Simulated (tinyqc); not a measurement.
Gap and screening length from two transmissions.

Inverse problem. At the source junction of a tunnel FET, T(w) = exp(-S), S = 2 pi lam sqrt(m/(C Eg)) [w + Eg/2 - sqrt(w (w + Eg))], C = hbar^2/(2 m0). Find Eg (between 0.1 and 3 eV) and lam.

Inputs (values chosen for the exercise):
```
symbol  value  unit                               meaning
m       0.045    m0  band-edge mass of the two-band model
```

Constants: q = 1.602176634e-19 C, hbar = 1.054571817e-34 J s, m0 = 9.1093837015e-31 kg, hbar^2/(2 m0) = 0.0380998212 eV nm^2. Results are converted to the units shown.

T(w) at w = 0.04 and 0.31 eV: 0.0025581734  0.060311930

Solution. The ratio of the two exponents depends on Eg alone and falls steadily with it, which fixes Eg; either exponent then gives lam.

ratio of the two S = 2.125
Eg = 0.7470 eV
lam = 3.200 nm

Program tinyqc, `OMP_NUM_THREADS=1 python tinyqc.py 2620055 2620056 out.jsonl`; Intel Xeon 2.30GHz, shared host, one thread, about 0.01 s.
